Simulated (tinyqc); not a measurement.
Bandgap voltage reference from two bipolar transistors: two steps of the calculation.

Two transistors of area 1 and N carry the same current I. Is(T) = Is (T/T0)^eta exp[(Vg0 q/kB)(1/T0 - 1/T)], VBE1 = Vt ln(I/Is(T)) + I rb, VBE2 = Vt ln(I/(N Is(T))) + I rb/N. The amplifier forces I R1(T) = VBE1 - VBE2 + Vos, with R(T) = R (1 + tc (T - T0)) for both resistors, and the output is Vref = VBE1 + I R2(T). Base currents and the Early effect are neglected.

Values chosen for this exercise; values of the order met in silicon bipolar transistors:
- T0 = 300 K (reference temperature)
- Vg0 = 1.179 V (band-gap voltage extrapolated to 0 K)
- eta = 4.3 (temperature exponent of the saturation current)
- Is = 8.3e-18 A (saturation current of the unit transistor at T0)
- N = 8 (area ratio of the second transistor)
- R1 = 22 kohm (resistor across which the difference of VBE falls, at T0)
- tc = 0 ppm/K (temperature coefficient of both resistors)
- Vos = 0 mV (offset of the amplifier)
- rb = 140 ohm (series resistance of the unit transistor)
- R2 = 241.2 kohm (output resistor at T0)
- T = 253 K (temperature)

Constants: q = 1.602176634e-19 C, kB = 1.380649e-23 J/K. Results are converted to the units shown.

Task 1. Operating point at the reference temperature. Vt = kB T/q; I = (Vt ln N + Vos)/(R1(T) - rb (1 - 1/N)). Evaluate at T = T0.

Wanted: Vt; I; Is(T); VBE1; I R2; Vref.

Result 1.

Vt = 0.025852 V
I = 2.4572 uA
Is(T) = 8.3000e-18 A
VBE1 = 0.68319 V
I R2 = 0.59268 V
Vref = 1.2759 V

Task 2. Operating point at another temperature. 

Find: Vt; I; Is(T); VBE1; I R2; Vref.

Result 2.

Vt = 0.02180 V
I = 2.072 uA
Is(T) = 8.345e-22 A
VBE1 = 0.7731 V
I R2 = 0.4998 V
Vref = 1.273 V

From T0 to T, VBE1 changes by 89.9 mV and I R2 by -92.9 mV, which leaves -2.92 mV in Vref.

tinyqc, about 0.02 s, one thread, Intel Xeon 2.30GHz (shared host): `OMP_NUM_THREADS=1 python tinyqc.py 2062061 2062062 out.jsonl`
